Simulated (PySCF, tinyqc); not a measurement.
Worked calculation: FCI on RHF in the sto-6g basis, for H4, spin multiplicity 1. The lowest restricted solution is unstable here: a spin-polarised one lies 0.0578 hartree lower (PySCF). One step of it, computed by the program tinyqc.

Task: FCI: roots. Diagonalise (each vector has its largest component positive (the first on a tie)); all determinants have Ms = 0, so triplets appear too. The lowest singlet root is the correlation energy.

Occupation strings over the orbitals (2 doubly, a alpha, b beta, 0 empty; spin orbitals ordered 1a 1b 2a 2b ...): 2200 aabb 2020 abab 2002 abba baab 0220 baba 0202 bbaa 0022

H - E(HF) between determinants (hartree), lower triangle:
```
           2200       aabb       2020       abab       2002       abba       baab       0220
2200   0.000000
aabb  -0.055337   1.327567
2020   0.074147   0.074891   0.142844
abab  -0.074891  -0.074147   0.062823   1.344056
2002   0.142706  -0.130229   0.150959   0.137715   1.647110
abba   0.130229  -0.142706  -0.137715  -0.150959  -0.007486   1.471214
baab   0.130229  -0.134324  -0.137715  -0.142558  -0.007486   0.000000   1.471214
0220   0.134324  -0.130229   0.142558   0.137715   0.000000  -0.007486  -0.007486   1.304790
baba  -0.074891  -0.075724   0.062823   0.000000   0.137715  -0.142558  -0.150959   0.137715
0202   0.075724   0.074891   0.000000   0.062823   0.142558  -0.137715  -0.137715   0.150959
bbaa  -0.055337   0.000000   0.074891  -0.075724  -0.130229  -0.134324  -0.142706  -0.130229
0022   0.000000  -0.055337   0.075724  -0.074891   0.134324   0.130229   0.130229   0.142706

           baba      0202       bbaa      0022
baba   1.344056
0202   0.062823  2.640942
bbaa  -0.074147  0.074891   1.327567
0022  -0.074891  0.074147  -0.055337  2.755700
```

Give: lowest roots of this matrix, relative to E(HF); lowest vectors; <S^2> of these roots; weight of the ground state by excitation level 0, 1, 2, ....

Result:

lowest roots of this matrix, relative to E(HF) (hartree): -0.0939  0.1037  0.9007  1.0802  1.3270  1.3436  1.4723  1.4777

lowest vectors:
```
       root 1   root 2  root 3   root 4
2200   0.8956   0.3967  0.0000   0.1384
aabb   0.0379  -0.0581  0.4082   0.3103
2020  -0.4027   0.8865  0.0000   0.1566
abab   0.0601   0.0141  0.4082  -0.3164
2002  -0.0426  -0.1351  0.0000   0.2659
abba  -0.0980   0.0440  0.4082   0.0061
baab  -0.0980   0.0440  0.4082   0.0061
0220  -0.0500  -0.1647  0.0000   0.6892
baba   0.0601   0.0141  0.4082  -0.3164
0202  -0.0353   0.0135  0.0000  -0.0965
bbaa   0.0379  -0.0581  0.4082   0.3103
0022   0.0297  -0.0159  0.0000  -0.0916
```

<S^2> of these roots: 0.0000  0.0000  6.0000  0.0000  2.0000  2.0000  2.0000  0.0000

weight of the ground state by excitation level 0, 1, 2, ...: 0.8021  0.0000  0.1970  0.0000  0.0009

The reference has a weight of only 0.80: one determinant is a poor start here.
